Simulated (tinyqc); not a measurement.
Trench capacitor in an array: capacitance, non-linearity, leakage and relaxation: one step of the calculation.

A film between two metal electrodes, each interface adding a series capacitance ci. The small-signal permittivity is ek (1 + aq E^2); the field is found with the linear permittivity. Leakage J = J0 sinh(E/Ef). After a voltage step the film passes a relaxation current kr C V tt^(-nr), tt being the time in seconds. The sidewall is a coaxial capacitor with radii a = dm/2 - t and b = dm/2, depth AR dm; the end face is left out.

Question. Planar capacitance, field and non-linearity. Planar film: Cf = eps0 ek/t, 1/C = 1/Cf + 2/ci, EOT = 3.9 eps0/C, effective permittivity C t/eps0, E = (V/t) C/Cf; quadratic coefficient [C(V)/C - 1]/V^2 with Cf (1 + aq E^2) in C(V).

Values chosen for this exercise; permittivity of the order of that of tantalum oxide:
```
symbol,value,unit,meaning
ek,27.4,,relative permittivity of the film
t,17,nm,film thickness
ci,190,uF/cm^2,capacitance of each electrode interface (dead layer and screening)
aq,0.008,cm^2/MV^2,quadratic field coefficient of the permittivity
V,1.1,V,bias
J0,6.1e-11,A/cm^2,leakage prefactor
Ef,0.16,MV/cm,field for an e-fold rise of the leakage
```

Constants: eps0 = 8.8541878128e-14 F/cm where lengths are in cm. Results are converted to the units shown.

Wanted: Cf; C; EOT; effective permittivity; E; quadratic coefficient; J.

Answer.

Cf = 1.4271 uF/cm^2
C = 1.4060 uF/cm^2
EOT = 2.4561 nm
effective permittivity = 26.994
E = 0.63748 MV/cm
quadratic coefficient = 2646.9 ppm/V^2
J = 1.6387e-9 A/cm^2

The interfaces take 1.48 % of the voltage.

tinyqc, about 0.01 s, one thread, Intel Xeon 2.30GHz (shared host): `OMP_NUM_THREADS=1 python tinyqc.py 2102144 2102145 out.jsonl`
